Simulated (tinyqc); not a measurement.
Worked calculation: Rayleigh-quotient iteration on a symmetric matrix. Computed by tinyqc, a small Python program that keeps every step. Settings: method = rayleigh, shift = -0.46. Command: `OMP_NUM_THREADS=1 python tinyqc.py 31225 31226 out.jsonl` (the two numbers bound the seeds that draw the settings). One thread of a shared host (Intel(R) Xeon(R) Processor @ 2.60GHz), about 0.01 s of CPU time with the checks.

## Step 1

A:
```
,1,2,3
1,2.344000,0.151000,-0.007000
2,0.151000,5.091000,0.129000
3,-0.007000,0.129000,5.390000
```

vector v at the start: 0.577350  0.577350  0.577350

shift = -0.460000

solve (A - shift) w = v; v' = w/|w| with its largest component positive (the first on a tie); lambda = v'^T A v'; the next shift is lambda.

vector after step 1: 0.827133  0.396332  0.398462

Rayleigh quotient after step 1 = 3.394247

## Step 2

As before.

vector after step 2: 0.911375  -0.349331  -0.217631

Rayleigh quotient after step 2 = 2.749735

## Course of the iteration

Stop when the residual |A v - lambda v| is below 1e-9.

Steps:
```
step,lambda,residual
1,3.39424661,1.44e+00
2,2.74973490,1.03e+00
3,2.34810768,1.92e-01
4,2.33566008,8.12e-04
5,2.33565986,6.16e-11
```

all eigenvalues, for comparison: 2.335660  5.050681  5.438659

Converged in 5 steps.
